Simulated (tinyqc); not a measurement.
Inside a calculation: Wannier-Stark ladder of a miniband. Values are carried at full precision from step to step, so a last printed digit may differ when a step is redone from the rounded ones.

One state in each well j = -(Nw - 1)/2 ... (Nw - 1)/2: H_jj = j e F d, H_(j,j+1) = -W/4; 1 kV/cm = 0.01 meV/angstrom. In an infinite chain the levels are j e F d and the state of well 0 has amplitude J_j(x) in size on well j, x = W/(2 e F d).

Constants: hbar = 6.58211957e-16 eV s.

Parameters, chosen for this exercise (near those of a non-polar GaN/AlGaN superlattice; the results hold for these values, not for the real material): W = 40 meV (miniband width); d = 33 angstrom (period); F = 140 kV/cm (field); Nw = 7 (wells).

## Scales

Give e F d, x, the Bloch frequency e F d/(2 pi hbar) and period, and the swing W/(e F) of a wave packet.

e F d = 46.200 meV
x = 0.4329
frequency = 11.171 THz
period = 0.090 ps
swing = 29 angstrom

## The matrix

Fill it in.

H (meV), rows -3, -2, -1, 0, 1, 2, 3 and columns alike:
```
[[-138.600, -10.000, 0, 0, 0, 0, 0],
 [-10.000, -92.400, -10.000, 0, 0, 0, 0],
 [0, -10.000, -46.200, -10.000, 0, 0, 0],
 [0, 0, -10.000, 0, -10.000, 0, 0],
 [0, 0, 0, -10.000, 46.200, -10.000, 0],
 [0, 0, 0, 0, -10.000, 92.400, -10.000],
 [0, 0, 0, 0, 0, -10.000, 138.600]]
```

## Levels and the middle state

Diagonalise; give the levels, their spacings and the weights of the middle level on the wells.

levels (meV): [-140.716, -92.448, -46.200, 0.000, 46.200, 92.448, 140.716]

spacings (meV): [48.269, 46.247, 46.200, 46.200, 46.247, 48.269]

weights: [0.0000, 0.0005, 0.0447, 0.9095, 0.0447, 0.0005, 0.0000]

The spacing in the middle is 1.0000 e F d and at the ends 1.045 e F d; states that reach the ends of the stack are pushed apart.

## Bessel amplitudes

With x = W/(2 e F d): J_j(x)^2 for j = 0 to 5, their running sum over -j ... j, and the spread sqrt(sum j^2 J_j^2) = x/sqrt2. For a hole fixed in well 0 the J_j^2 are the strengths of the optical lines at j e F d.

Weights:
```
j   J_j^2     sum
0  0.9095  0.9095
1  0.0447  0.9989
2  0.0005  1.0000
3  0.0000  1.0000
4  0.0000  1.0000
5  0.0000  1.0000
```

spread = 0.306 periods

The strongest line is j = 0.

## Checks

- Weight on well 1 of the middle state of 61 wells against J_1(x)^2: both 0.0447.

Program tinyqc; command `OMP_NUM_THREADS=1 python tinyqc.py 1280554 1280555 out.jsonl`; about 0.01 s on one thread of a shared Intel(R) Xeon(R) Processor @ 2.30GHz.
